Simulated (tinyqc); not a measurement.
The integration grid: Kohn-Sham LDA (VWN5) on finer and finer grids in the 3-21g basis, for H2+, spin multiplicity 2. Computed by the program tinyqc with PySCF. Self-consistent on each grid; the net force on the molecule should vanish.

Geometry (angstrom):
```
atom       x       y       z
H     0.0000  0.0000  0.0000
H     0.0000  0.0000  0.6290
```

Kohn-Sham energy on Becke grids (radial x angular points per atom):
```
grid       points  residual of the electron count  E (hartree)  E - finest (mhartree)  largest net force without grid terms (hartree/bohr)
10 x 14       272                        8.35e-03     -0.48612               -4.86258                                             2.22e-16
15 x 26       768                       -3.54e-03     -0.48104                0.21822                                             3.33e-16
20 x 50      1982                       -3.14e-05     -0.48126               -0.00565                                             1.11e-16
30 x 86      5134                       -9.24e-06     -0.48125               -0.00115                                             1.67e-16
50 x 194    19356                        6.77e-09     -0.48125                0.00000                                             3.33e-16
75 x 302    45234                       -2.53e-11     -0.48125                0.00000                                             3.33e-16
120 x 590  141296                        8.99e-14     -0.48125                0.00000                                             1.08e-16
```

What does the comparison show, and why?

The energy is within 0.1 mhartree of the finest grid first at 20 x 50. The error has both signs, since quadrature is not variational. The net force vanishes by symmetry here, so only the electron count signals a poor grid.
